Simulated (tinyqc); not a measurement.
Phonon transmission through an interface between two chains by Green functions: one step, computed by the program tinyqc.

Two semi-infinite chains (masses m_1, m_2; springs k_1, k_2), motion along the chain. The central region holds the end atom of each chain and three interlayer atoms of mass m_b, joined by springs k_b. lambda = omega^2 in eV/(angstrom^2 u); nu = 15.6333042 THz x sqrt(lambda).

Problem. Self-energies and the matrix at the probe frequency. In chain i, sin(q_i a/2) = nu/nu_max,i. An outgoing wave makes the next atom move as exp(i q_i a) times the end atom, so the lead adds the self-energy Sigma_i = -k_i exp(i q_i a) to the force-constant matrix; Gamma_i = -2 Im Sigma_i = 2 k_i sin(q_i a). A = lambda M - K - Sigma over the central atoms, with K_ii the sum of the springs at i, K_(i,i+1) = -k_b; G = inverse of A; transmission = Gamma_1 Gamma_2 |G_(first,last)|^2.

Inputs (values chosen for the exercise, for two model chains):
```
quantity             value           unit
mass m_1              66.5              u
spring k_1            4.37  eV/angstrom^2
mass m_2              38.4              u
spring k_2            8.57  eV/angstrom^2
junction spring k_b   5.56  eV/angstrom^2
interlayer mass m_b   74.3              u
```

Atoms in the interlayer: three.

probe frequency = 6.812862 THz

band top of chain 1 = 8.015132 THz

band top of chain 2 = 14.77085 THz

Constants: nu for 1 eV/(angstrom^2 u) = 15.6333042 THz.

Give: q_1 a; q_2 a; Gamma_1; Gamma_2; A (complex symmetric).

Solution.

q_1 a = 2.032 rad

q_2 a = 0.9588 rad

Gamma_1 = 7.827 eV/angstrom^2

Gamma_2 = 14.03 eV/angstrom^2

A (complex symmetric) (eV/angstrom^2):
```
              end of 1  layer 1  layer 2  layer 3
end of 1  0.755+3.913i    5.560    0.000    0.000
layer 1          5.560    2.991    5.560    0.000
layer 2          0.000    5.560    2.991    5.560
layer 3          0.000    0.000    5.560    2.991
end of 2         0.000    0.000    0.000    5.560

               end of 2
end of 1          0.000
layer 1           0.000
layer 2           0.000
layer 3           5.560
end of 2  -1.914+7.014i
```
